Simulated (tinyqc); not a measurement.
From results to parameters: diatomic chain. Computed by the program tinyqc.

Problem. A chain of two alternating masses has one spring constant k; at the zone edge omega^2 = 2k/M and 2k/m, and wavenumber = 521.4708 sqrt(omega^2) with omega^2 in eV/(angstrom^2 u). Find k, the heavier mass and the optical wavenumber at q = 0.

wavenumbers at the zone edge (cm^-1): 375.850064  688.765669
lighter mass = 32.100000 u

Solution. The upper value gives k = m omega^2/2, the ratio of the squares gives M/m, and at q = 0 omega^2 = 2k (1/m + 1/M), the sum of the two.

k = 28.0000 eV/angstrom^2
heavier mass = 107.800 u
optical wavenumber at q = 0 = 784.6409 cm^-1
